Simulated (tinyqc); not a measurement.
Long-channel MOSFET, surface-potential model: one step of the calculation.

n-channel transistor on a uniformly doped p-type body, gradual-channel approximation, constant mobility, Boltzmann statistics, full ionisation. Potentials are counted from the neutral body; V is the electron quasi-Fermi potential, Vsb at the source and Vsb + Vds at the drain. Charges are magnitudes per area.

Question. Surface potential at the source by Newton steps. With V = Vsb: G = psi - Vt + Vt e, e = exp((psi - 2 phiF - Vsb)/Vt); f = Vgs + Vsb - Vfb - psi - gamma sqrt(G); f' = -1 - gamma (1 + e)/(2 sqrt(G)); psi(new) = psi - f/f'.

Values chosen for this exercise; material values close to those of silicon: temperature T = 300 K; flat-band voltage Vfb = -0.68 V; source-body reverse bias Vsb = 0 V; gate-source voltage Vgs = 0.25 V.

Constants: q = 1.602176634e-19 C, kB = 1.380649e-23 J/K, Vt = kB T/q. Results are converted to the units shown.

psi at the start (the root without inversion charge) = 0.80578300 V
phiF = 0.39841622 V
gamma = 0.14065415 V^0.5

Give: G; f; f'; psi after iteration 1.

Answer.

G = 0.8165 V
f = -0.002877 V
f' = -1.188
psi after iteration 1 = 0.8034 V

Numbers from tinyqc (`OMP_NUM_THREADS=1 python tinyqc.py 2360048 2360049 out.jsonl`; about 0.04 s on one thread of a shared Intel Xeon 2.30GHz).
